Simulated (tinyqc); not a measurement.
# Admittance spectroscopy of a deep trap: effect of the bias

Schottky contact on an n-type layer with shallow donors Nd (all ionised) and a donor-like deep trap, neutral when filled and positive when empty; depletion approximation. Traps within lam of the depletion edge stay filled. The traps at xt = W - lam, where the level crosses the Fermi level, follow a slow signal and not a fast one. w = 2 pi f.

Emission rate en = sn vth(T) Nc(T) exp(-Et/kB T) = sn g T^2 exp(-Et/kB T), g = vth Nc/(300 K)^2, as vth goes as T^0.5 and Nc as T^1.5 (degeneracy factor 1). lam = sqrt(2 eps0 eps_r (EF - ET)/(q Nd)), EF - ET = Et - (kB T/q) ln(Nc(T)/Nd), Nc(T) = Nc (T/300 K)^1.5. In the steady state at the band bending V, 2 eps0 eps_r V/q = Nd W^2 + Nt (W - lam)^2 (the second term only if W > lam). V = Vbi + Vr. C_HF = eps0 eps_r/W, C_LF = eps0 eps_r (Nd + Nt)/(Nd W + Nt xt). Inflection frequency w0 = 2 en [1 + Nt xt/(Nd W)]; C = C_HF + (C_LF - C_HF)/(1 + (w/w0)^2), G/w = (C_LF - C_HF)(w/w0)/(1 + (w/w0)^2).

Values chosen for this exercise; material values close to those of germanium: relative permittivity eps_r = 16.2; conduction-band density of states at 300 K Nc = 1.03e19 cm^-3; thermal velocity at 300 K vth = 3.4e7 cm/s; shallow donor density Nd = 9.4e15 cm^-3; built-in voltage Vbi = 0.46 V; depth of the trap below the conduction edge Et = 0.24 eV; capture cross-section sn = 4.4e-17 cm^2; trap density Nt = 1e15 cm^-3; temperature T = 292 K.

Constants: q = 1.602176634e-19 C, kB = 1.380649e-23 J/K, eps0 = 8.8541878128e-14 F/cm where lengths are in cm. Results are converted to the units shown.

Effect of the bias:
```
Vr (V)  W (nm)     xt/W  C_HF (nF/cm^2)  step (nF/cm^2)  step (% of C_HF)
0       290.20  0.61685          49.428          1.8906            3.8250
0.9     493.47  0.77468          29.067         0.64370            2.2145
1.7     619.63  0.82056          23.149         0.40643            1.7557
2.6     735.78  0.84888          19.495         0.28744            1.4745
3.4     825.24  0.86527          17.381         0.22813            1.3125
4.3     915.37  0.87853          15.670         0.18518            1.1818
5.1     988.53  0.88752          14.510         0.15865            1.0933
6       1064.8  0.89558          13.471         0.13663            1.0142
```

xt/W rises from 0.617 to 0.896 since lam stays at 111 nm, and the relative step falls from 3.83 to 1.01 %: the nearer xt lies to W in proportion, the less the traps add.

Numbers from tinyqc (`OMP_NUM_THREADS=1 python tinyqc.py 2050078 2050079 out.jsonl`; about 0.01 s on one thread of a shared Intel Xeon 2.30GHz).
